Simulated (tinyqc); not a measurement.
Thermal, flicker and telegraph noise of a field-effect transistor: one step, computed by the program tinyqc. Command: `OMP_NUM_THREADS=1 python tinyqc.py 3027186 3027187 out.jsonl noise walk`. One thread of a shared host (Intel(R) Xeon(R) Processor @ 2.30GHz), about 0.01 s of CPU time with the checks.

Strong inversion, threshold roll-off and channel-length modulation left out; noise sources are uncorrelated and are given as one-sided spectral densities.

Question. How many traps? Active traps per decade of time constant: N_dec = N_t k_B T W L lambda ln(10); a single trap at the interface shifts the threshold by e/(W L C_ox) and the current by g_m times that; tunnelling depth for frequency f, z = lambda ln(1/(2 pi f tau_0)), tau_0 = 1e-10 s.

Inputs (values chosen for the exercise, modelled on a high-k silicon transistor):
```
quantity                        value         unit
width W                           250   micrometre
length L                          920           nm
electrical oxide thickness t      2.3           nm
oxide trap density N_t        3.2e+18  1/(eV cm^3)
frequency f                        10           Hz
temperature T                     400            K
```

Operating region: saturation. Flicker model: number with correlated mobility.

tunnelling length lambda = 1.238471 angstrom

C_ox = 1.501362 microfarad/cm^2

g_m = 53222.42 microsiemens

drain current I = 11880.05 microampere

Constants: k_B = 8.617333262e-05 eV/K; e = 1.602176634e-19 C.

Give: traps per decade; threshold step of one trap; current step of one trap; depth probed at f.

Answer.

traps per decade = 7234.6

threshold step of one trap = 4.6398e-05 mV

current step of one trap = 2.0786e-05 %

depth probed at f = 2.3389 nm

With several traps per decade their Lorentzians merge into 1/f. Caution: the probed depth exceeds the electrical oxide thickness, so in a plain SiO2 film traps would exchange with the gate and the 1/f law flattens.
